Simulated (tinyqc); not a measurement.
Bloch-Grueneisen resistivity of a metal: one step, computed by the program tinyqc. Command: `OMP_NUM_THREADS=1 python tinyqc.py 3020425 3020426 out.jsonl bg walk`. One thread of a shared host (Intel(R) Xeon(R) Processor @ 2.30GHz), about 0.01 s of CPU time with the checks.

Electrons scatter from a Debye spectrum of phonons (n = 5 for scattering within one band, n = 3 for scattering into a second, heavy band) and from static defects.

Problem. The integral and the phonon part. J_n(y) = int_0^y x^n e^x/(e^x - 1)^2 dx, by 96 Gauss-Legendre points (upper limit at most 60). rho_ph = (n - 1) rho_1 (T/Theta)^n J_n(Theta/T), with rho_1 = 2 pi lambda_tr k_B Theta/(hbar eps_0 w_p^2), the high-temperature line at T = Theta.

Inputs (values chosen for the exercise, modelled on tungsten): exponent n = 5; Debye temperature Theta = 326 K; temperature T = 120 K.

Addition: T^2 term.

rho_1 = 6.526756 microohm cm

Give: Theta/T; J_n; phonon resistivity rho_ph.

Solution.

Theta/T = 2.717

J_n = 9.282

phonon resistivity rho_ph = 1.638 microohm cm

This is 68.2 % of the straight line rho_1 T/Theta.
